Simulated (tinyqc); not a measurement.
# Gate-all-around wire with two subbands, quantum capacitance, step by step

tinyqc, about 0.01 s, one thread, Intel Xeon 2.30GHz (shared host): `OMP_NUM_THREADS=1 python tinyqc.py 2200042 2200043 out.jsonl` Printed values are rounded.

phi is the Fermi level above the lowest subband edge, in volts; Vg is counted from the gate voltage at which an empty wire would have phi = 0. Both directions of motion are filled (equilibrium).

Inputs (values chosen for the exercise):
```
symbol,value,unit,meaning
T,300,K,temperature
eox,3.9,,relative permittivity of the gate insulator (close to silicon dioxide)
tox,1.2,nm,insulator thickness
md,0.032,m0,mass along the wire
gv,1,,valley degeneracy
E2,0.29,eV,second subband above the first
g2,2,,orbital degeneracy of the second subband
rw,2.2,nm,radius of the wire
Vg,1.02,V,gate voltage
```

Constants: q = 1.602176634e-19 C, kB = 1.380649e-23 J/K, hbar = 1.054571817e-34 J s, m0 = 9.1093837015e-31 kg, Vt = kB T/q, eps0 = 8.8541878128e-14 F/cm where lengths are in cm. Results are converted to the units shown.

## Gate capacitance

Cox = 2 pi eps0 eox/ln(1 + tox/rw) per length.

Cox = 4.98410 pF/cm

## Starting value

phi = 0.01 V.

phi at the start = 0.01 V

## Iteration 1: new phi

N1 = gv sqrt(2 md m0 kB T/(pi hbar^2)); n1 = N1 F(phi/Vt), n2 = g2 N1 F((phi - E2)/Vt), n = n1 + n2, F(e) = (1/sqrt(pi)) int_0^infinity u^(-1/2) du/(1 + exp(u - e)); Cq = q dn/dphi = (q N1/Vt) [F'(phi/Vt) + g2 F'((phi - E2)/Vt)]. Substitution: phi(new) = Vg - q (n)/Cox.

n1 = 6.31731e5 cm^-1
n2 = 32.8864 cm^-1
phi after iteration 1 = 0.999691 V

## Iteration 2: new phi

As before.

n1 = 5.83186e6 cm^-1
n2 = 9.82472e6 cm^-1
phi after iteration 2 = 0.516707 V

## Course of the iteration

Stop when the step is below 1e-10 V, or after 40 iterations.

Course of the iteration:
```
iteration  phi before the step (V)   step (V)
1                             0.01      0.990
2                         0.999691     -0.483
3                         0.516707      0.191
4                         0.707752    -0.0875
5                         0.620252     0.0371
6                         0.657398    -0.0163
7                         0.641145    7.02e-3
8                         0.648160   -3.05e-3
9                         0.645114    1.32e-3
...                            ...        ...
21                        0.646034    5.79e-8
22                        0.646034   -2.51e-8
23                        0.646034    1.09e-8
24                        0.646034   -4.72e-9
25                        0.646034    2.04e-9
26                        0.646034  -8.86e-10
27                        0.646034   3.84e-10
28                        0.646034  -1.66e-10
29                        0.646034   7.21e-11
```

Converged in 29 iterations. At the solution the slope of the map is -(Cq)/Cox = -0.43; its size is below 1, so substitution contracts.

## Charge and capacitances at the solution

converged phi = 0.646034 V

N1 = gv sqrt(2 md m0 kB T/(pi hbar^2)); n1 = N1 F(phi/Vt), n2 = g2 N1 F((phi - E2)/Vt), n = n1 + n2, F(e) = (1/sqrt(pi)) int_0^infinity u^(-1/2) du/(1 + exp(u - e)); Cq = q dn/dphi = (q N1/Vt) [F'(phi/Vt) + g2 F'((phi - E2)/Vt)]. 1/C_G = 1/Cox + 1/(Cq); dphi/dVg = Cox/(Cox + Cq).

n = 1.16334e7 cm^-1
Cq = 2.16010 pF/cm
C_G = 1.50698 pF/cm
dphi/dVg = 0.697643

Cq is 0.433 times Cox, so C_G is 30.2 % of Cox; 63.3 % of the gate voltage has gone into phi.
